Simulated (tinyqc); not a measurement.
Worked calculation: shallow acceptor in the spherical four-band model. Values are carried at full precision from step to step, so a last printed digit may differ when a step is redone from the rounded ones.

Units Ry* = Ry/(g1 eps^2) and a* = a0 eps g1; mu = (6 g3 + 4 g2)/(5 g1) is the spherical heavy-light coupling and delta = (g3 - g2)/g1 the cubic term, which is left out.

Constants: Ry = 13.60569312 eV; a0 (Bohr radius) = 0.5291772105 angstrom.

Inputs chosen for the exercise (near those of a shallow acceptor in GaAs; the results hold for these values, not for the real material):
- g1 = 6.96 (Luttinger gamma1)
- g2 = 2.06 (gamma2)
- g3 = 2.93 (gamma3)
- eps = 12.8 (dielectric constant)
- al = (0.388, 2.33, 14) 1/a*^2 (exponents a_i, the same for f and g)
- Dso = 0.342 eV (spin-orbit splitting)

## Units and couplings

Give Ry*, a*, mu, delta and the spherical masses 1/(g1 (1 -/+ mu)).

Ry* = 11.931 meV
a* = 47.14 angstrom
mu = 0.74195
delta = 0.1250

heavy and light mass (m0): 0.5568  0.0825

A hydrogen model with the heavy mass would bind by Ry*/(1 - mu) = 46.2 meV and with the light mass by 6.8 meV. delta/mu = 0.17: the cubic term is a modest correction.

## Matrices in a small basis

The ground state 1S3/2 has an L = 0 part f(r) and an L = 2 part g(r). In units of Ry* and a*, with Gaussians f_i = exp(-a_i r^2), g_i = r^2 exp(-a_i r^2), A = a_i + a_j and I(n) = Gamma((n + 1)/2)/(2 A^((n + 1)/2)): S_ff = I(2), S_gg = I(6), H_ff = (6 a_i a_j/A) I(2) - 2 I(1), H_gg = (14 a_i a_j/A) I(6) - 2 I(5), H_fg = -mu [15 I(2) - 20 a_j I(4) + 4 a_j^2 I(6)]; each function is then normalised. The split-off band is left out.

Form S and H.

S, lower triangle:
```
,f1,f2,f3,g1,g2,g3
f1,1.0000
f2,0.5852,1.0000
f3,0.1844,0.5850,1.0000
g1,0,0,0,1.0000
g2,0,0,0,0.2865,1.0000
g3,0,0,0,0.0194,0.2863,1.0000
```

H (Ry*), lower triangle:
```
,f1,f2,f3,g1,g2,g3
f1,-0.8240
f2,-1.0094,2.1183
f3,-1.1608,1.6765,30.0584
g1,-1.1149,-1.9180,-0.7786,1.6557
g2,-0.3194,-6.6954,-11.5160,0.7655,13.7118
g3,-0.0216,-1.9166,-40.2301,0.0139,6.6130,91.6311
```

## Ground state in the small basis

Solve H u = E S u for the lowest level of the acceptor; the first half of the basis is L = 0 and the second L = 2. Give E, E without the f-g block, and the L = 2 weight u_g S_gg u_g with u S u = 1.

E = -1.979 Ry*
E without coupling = -0.913 Ry*
L = 2 weight = 0.232

Without the coupling the exact value is -1, which this basis, tuned to the compact coupled state, misses by 0.087. The coupling to L = 2 takes the level to 1.98 times that exact value.

## Converged result

Converged values use 22 exponents 2.2^i, i = -7 to 14, for f and for g.
Ground and next level of the same symmetry, L = 2 weight and mean radius.

1S3/2 and 2S3/2 (Ry*): -2.091  -0.618

binding energies (meV): 24.9  7.4

L = 2 weight = 0.253
<r> = 37.0 angstrom

The small basis reaches 95 % of the binding. The ratio 1S/2S is 3.39 (4 for hydrogen). The binding is 0.07 of Dso, so leaving out the split-off band is safe.

## Checks

- Level at mu = 0 against -1 Ry*: both -1.0000.
- Ground level from a second, denser basis, Ry*: both -2.091.

tinyqc: `OMP_NUM_THREADS=1 python tinyqc.py 1250899 1250900 out.jsonl`; about 0.09 s, one thread, shared Intel(R) Xeon(R) Processor @ 2.30GHz.
